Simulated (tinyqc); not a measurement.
Oscillation of the Fermi level: Landau levels of massive Dirac electrons in two valleys.

H = hv (tau kx sx + ky sy) + (D/2) sz. Conduction levels E_N = sqrt(D^2/4 + 2N hv^2/l^2) - D/2 from the band edge; N = 1, 2, ... occur in both valleys, N = 0 in one valley only (its partner in the other valley lies at the valence edge). Each state is twofold in spin; spin splittings are left out.

In a field B along z: l = 1/sqrt((e/hbar) B) is the magnetic length, n_B = B/(h/e) the number of states per area in one level, hbar wc = 2 muB B/m for mass m in m0; 1/angstrom^2 = 1e16/cm^2.

Level 0 takes 2 n_B electrons and each higher level 4 n_B. At zero temperature and without broadening EF sits in the partly filled level.

Constants: e/hbar = 1.519267448e-05 1/(T angstrom^2); h/e = 413566.7697 T angstrom^2; muB = 5.788381798e-05 eV/T.

Inputs chosen for the exercise (a gapped graphene sheet; shifted at random, so the results belong to these values and not to a real crystal): hv = 6.74 eV angstrom (hbar v); D = 0.15 eV (gap); n = 2.1 x 1e11/cm^2 (electron sheet density); Bo = (0.4, 0.453, 0.521, 0.613, 0.745, 0.95, 1.31, 2.11, 5.43) T (fields).

Fixed density, zero temperature, no broadening. At B = 0, EF = sqrt(D^2/4 + hv^2 pi n) - D/2.

Filling:
```
B (T)     nu  partly filled level  EF (meV)  filled share
0.400  21.71                    5     16.57          0.93
0.453  19.17                    5     18.55          0.29
0.521  16.67                    4     17.20          0.67
0.613  14.17                    4     19.92          0.04
0.745  11.66                    3     18.33          0.41
0.950   9.14                    2     15.82          0.79
1.31    6.63                    2     21.13          0.16
2.11    4.12                    1     17.40          0.53
5.43    1.60                    0      0.00          0.80
```

EF at B = 0 = 17.85 meV

What does the comparison show?

EF runs between 0.0 and 21.1 meV around its zero-field value of 17.9 meV. It follows a level while that level empties and falls to the next one down when nu passes a filled shell; the partly filled level changes 5 times in this table.

Run: tinyqc, `OMP_NUM_THREADS=1 python tinyqc.py 1281115 1281116 out.jsonl`; Intel(R) Xeon(R) Processor @ 2.30GHz, one thread, shared host; about 0.01 s of CPU time with all checks.
